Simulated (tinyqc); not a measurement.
## Doping from the body effect

Problem. The threshold of a long MOSFET, counted against the source, shifts by gamma (sqrt(2 phiF + Vsb) - sqrt(2 phiF)) with gamma = sqrt(2 eps0 eps_r q N)/Cox. Find 2 phiF, gamma and N from two shifts.

Parameters, values chosen for the exercise: relative permittivity eps_r = 16.2.

Constants: q = 1.602176634e-19 C, eps0 = 8.8541878128e-14 F/cm where lengths are in cm. Results are converted to the units shown.

|VT - VT(0)| at source-body biases 0.8 and 2.7 V (V): 0.11544347  0.29324711
Cox = 0.41319543 uF/cm^2

Solution. The ratio of the shifts depends on 2 phiF alone and rises steadily with it, so it fixes 2 phiF; either shift then gives gamma, and gamma gives N.

2 phiF = 0.5800 V
gamma = 0.2794 V^0.5
N = 2.900e16 cm^-3

tinyqc, about 0.01 s, one thread, Intel Xeon 2.30GHz (shared host): `OMP_NUM_THREADS=1 python tinyqc.py 2060049 2060050 out.jsonl`
